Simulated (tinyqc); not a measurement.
Resistance of a source-drain extension with a graded tip: two steps of the calculation.

y runs along the channel, the gate covers y > 0. The doping is N0 for y < y0 and N0 10^(-(y - y0)/la) beyond, uniform over the depth xj. Sheet conductance s(y) = q mu(N) max(N - Nch, 0) xj + (for y > 0) ma Cox Vo, with mu(N) = u0 + (u1 - u0)/(1 + (N/Nr)^au) and Cox = eps0 eox/tox. Current is taken as one-dimensional; depletion of the tip, spreading and the contact are left out. The metallurgical junction lies at yj, where N = Nch.

Parameters, values chosen for the exercise; mobility law close to that of electrons in silicon:
```
symbol,value,unit,meaning
eox,25.5,,relative permittivity of the gate insulator (close to zirconium oxide)
tox,5.7,nm,insulator thickness
N0,2.4e20,cm^-3,active doping of the extension far from the gate
la,3.5,nm/decade,lateral abruptness
y0,-0.5,nm,position under the gate where the fall begins (gate edge at 0)
xj,14,nm,depth of the extension
Nch,3.5e18,cm^-3,channel doping
Vo,0.66,V,gate overdrive
ma,85,cm^2/(V s),mobility of the gate-induced layer
u1,1414,cm^2/(V s),mobility at low doping
u0,68.5,cm^2/(V s),mobility at high doping
Nr,9.2e16,cm^-3,reference doping
au,0.711,,exponent
Lg,60,nm,gate length
```

Constants: q = 1.602176634e-19 C, eps0 = 8.8541878128e-14 F/cm where lengths are in cm. Results are converted to the units shown.

Task 1. Sheet resistances and junction position. yj = y0 + la log10(N0/Nch); sheet resistance of the full extension 1/[q mu(N0)(N0 - Nch) xj] and of the gate-induced layer 1/(ma Cox Vo); metallurgical length Lg - 2 yj; ye is where the doped and the gate-induced conductances are equal.

Give: yj; sheet resistance of the extension; sheet resistance of the induced layer; metallurgical length; ye; N at ye.

Result 1.

yj = 5.927 nm
sheet resistance of the extension = 256.5 ohm/square
sheet resistance of the induced layer = 4500 ohm/square
metallurgical length = 48.15 nm
ye = 3.969 nm
N at ye = 1.269e19 cm^-3

The gate takes over 1.96 nm before the junction, where N is still 3.62 times the channel doping.

Task 2. Resistance of the overlapped part. Midpoint rule on 8 equal steps from 0 to yj: R_ov = sum h/s(y), per width.

Wanted: y; N; doped conductance; sheet resistance; R_ov.

Result 2.

| point | y (nm) | N (cm^-3) | doped conductance (uS) | sheet resistance (ohm/square) |
|---|---|---|---|---|
| 0 | 0.37041 | 1.3537e20 | 2247.6 | 404.89 |
| 1 | 1.1112 | 8.3150e19 | 1412.5 | 611.73 |
| 2 | 1.8520 | 5.1074e19 | 889.82 | 899.25 |
| 3 | 2.5928 | 3.1372e19 | 559.25 | 1279.6 |
| 4 | 3.3337 | 1.9270e19 | 346.45 | 1758.5 |
| 5 | 4.0745 | 1.1836e19 | 205.24 | 2339.4 |
| 6 | 4.8153 | 7.2704e18 | 106.66 | 3040.6 |
| 7 | 5.5561 | 4.4658e18 | 32.183 | 3930.8 |

R_ov = 10.568 ohm um

Computed by the program tinyqc: `OMP_NUM_THREADS=1 python tinyqc.py 2282192 2282193 out.jsonl`, one thread of a shared Intel Xeon 2.30GHz, about 0.03 s for the whole run.
